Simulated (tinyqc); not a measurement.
Electron mobility in a silicon inversion layer, empirical terms and Matthiessen rule: one step of the calculation.

Inversion layer of sheet density Ns on a uniformly doped body. The mobility terms are empirical power laws with prefactors chosen for the exercise; adding their inverses (Matthiessen) is itself an approximation.

Task. Depletion charge and effective field. ni = sqrt(Nc Nv) exp(-Eg/(2 Vt)), Eg in volts; Ndep = sqrt(2 eps0 eps_r Nb (2 Vt ln(Nb/ni) + Vsb)/q); E = q (Ndep + eta Ns)/(eps0 eps_r), in MV/cm.

Inputs (values chosen for the exercise); material values close to those of silicon:
- T = 300 K (temperature)
- Eg = 1.13 eV (band gap)
- eps_r = 11.7 (relative permittivity of the semiconductor)
- Nc = 2.85e19 cm^-3 (conduction-band density of states at T)
- Nv = 2.61e19 cm^-3 (valence-band density of states at T)
- Nb = 7.1e16 cm^-3 (body doping)
- Vsb = 0 V (reverse body bias)
- eta = 0.5 (weight of the inversion charge in the effective field)
- Ns = 1.8e12 cm^-2 (inversion density)

Constants: q = 1.602176634e-19 C, kB = 1.380649e-23 J/K, Vt = kB T/q, eps0 = 8.8541878128e-14 F/cm where lengths are in cm. Results are converted to the units shown.

Give: ni; Ndep; E.

Result.

ni = 8.793e9 cm^-3
Ndep = 8.689e11 cm^-2
E = 0.2736 MV/cm

The depletion charge gives 49.1 % of the field.

Program tinyqc, `OMP_NUM_THREADS=1 python tinyqc.py 2510020 2510021 out.jsonl`; Intel Xeon 2.30GHz, shared host, one thread, about 0.01 s.
